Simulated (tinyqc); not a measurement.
Electron continuity equation in a given potential, Scharfetter-Gummel discretisation: current and errors against the applied potential.

Steady state in one dimension: J = q mu n E + q D dn/dx with E = -dpsi/dx and D = mu Vt, dJ/dx = 0, fixed densities nL and nR at the ends. The potential is given, psi = U (x/L)^2, and is not changed by the electrons.

10 equal intervals. Fluxes J_i = (q D/h)(n_(i+1) P_i - n_i Q_i), d_i = (psi_(i+1) - psi_i)/Vt: Scharfetter-Gummel P = B(d), Q = B(-d), B(d) = d/(exp(d) - 1); central P = 1 - d/2, Q = 1 + d/2; upwind P = 1 + max(-d, 0), Q = 1 + max(d, 0). Balance at each inner node: J_i - J_(i-1) = 0. The reference is Scharfetter-Gummel on 4000 intervals or more. Errors are those of J on the first interval against the reference at its midpoint; errors under 1e-6 % are printed as 0.

Values chosen for this exercise; mobility close to that of 4H silicon carbide at room temperature: temperature T = 300 K; electron mobility mu = 897 cm^2/(V s); length of the region L = 0.48 um; density at x = 0 nL = 1.3e14 cm^-3; density at x = L nR = 0 cm^-3.

Constants: q = 1.602176634e-19 C, kB = 1.380649e-23 J/K, Vt = kB T/q. Results are converted to the units shown.

Results:
columns A: U (V); B: largest |d|; C: reference J (A/cm^2); D: SG error (%); E: central error (%); F: upwind error (%); G: most negative central n (cm^-3), 0 if none
```
A            B       C       D       E     F  G
0.013  0.09554  -11.77  0.0838  0.0628  2.01  0
0.052   0.3822  -16.86   0.336   0.194  4.16  0
0.13    0.9554  -25.50   0.841   0.599  5.24  0
0.26     1.911  -36.01    1.69    1.26  7.41  0
0.57     4.189  -53.31    3.73    2.79  12.2  0
0.78     5.733  -62.37    5.13    3.83  15.1  0
1.2      8.819  -77.36    7.98    5.92  20.5  0
```

Estimate the missing row, U = 0.39 V.

Computed row:
columns A: U (V); B: largest |d|; C: reference J (A/cm^2); D: SG error (%); E: central error (%); F: upwind error (%); G: most negative central n (cm^-3), 0 if none
```
A         B       C     D     E     F  G
0.39  2.866  -44.10  2.54  1.90  9.52  0
```

With this row back in the table: The reference current falls from -11.8 to -77.4 A/cm^2. The largest errors in size are 8.0 % (Scharfetter-Gummel), 5.9 % (central) and 21 % (upwind).

Range of the model: The drift velocity mu E exceeds 1e7 cm/s somewhere, where real mobilities no longer stay constant.

Numbers from tinyqc (`OMP_NUM_THREADS=1 python tinyqc.py 2220105 2220106 out.jsonl`; about 0.01 s on one thread of a shared Intel Xeon 2.30GHz).
